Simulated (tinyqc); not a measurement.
## Surface Green function of a dimerised chain, Sancho-Rubio decimation: end state of the dimerised chain

A semi-infinite lead of cells 0, 1, 2, ... with H0 inside a cell and H1 = <cell i|H|cell i + 1>. Cell A, B with A at the surface; -t1 joins A and B, -t2 joins B to the next A. z = E + i eta.

Start with e_s = e = H0, a = H1, b = H1^dagger. Each round: g = (z - e)^(-1); e_s <- e_s + a g b; e <- e + a g b + b g a; a <- a g a; b <- b g b (all with the old a, b). Round k joins cells 2^k apart. Stop when the largest entry of the matrices a and b is below 1e-12 eV; g_s = (z - e_s)^(-1), bulk (z - e)^(-1), density of states -Im Tr/pi. At E = dl and eta = 0.0001 eV the weight of a bound state on the first A site is -eta Im g_s(A, A).

Parameters, values chosen for the exercise:
- t2 = 1 eV (hopping between cells)
- dl = 0 eV (site energy, +dl on A and -dl on B)

Result of one run:
```
half gap sqrt(dl^2 + (t1 - t2)^2) (eV),weight from g_s,"1 - (t1/t2)^2, or 0"
0.7000,0.9100,0.9100
```

Which hopping inside the cell t1 gave this result: 0.1, 0.3, 0.7 or 1.1 eV?

t1 = 0.3 eV.

The whole series:
```
t1 (eV),half gap sqrt(dl^2 + (t1 - t2)^2) (eV),weight from g_s,"1 - (t1/t2)^2, or 0"
0.1,0.9000,0.9900,0.9900
0.3,0.7000,0.9100,0.9100
0.5,0.5000,0.7500,0.7500
0.7,0.3000,0.5100,0.5100
0.9,0.1000,0.1900,0.1900
1.1,0.1000,4.762e-8,0
1.3,0.3000,1.449e-8,0
1.5,0.5000,8.000e-9,0
```

For t1 < t2 = 1 eV the weak bond comes first and a state is bound to the end at E = dl; its weight on the first site falls from 0.990 to 0.190 over these rows and follows 1 - (t1/t2)^2. For t1 > t2 there is none, and the column holds only a remainder of order eta^2 (8.0e-9 in the last row).

Computed by the program tinyqc: `OMP_NUM_THREADS=1 python tinyqc.py 2680111 2680112 out.jsonl`, one thread of a shared Intel Xeon 2.30GHz, about 0.01 s for the whole run.
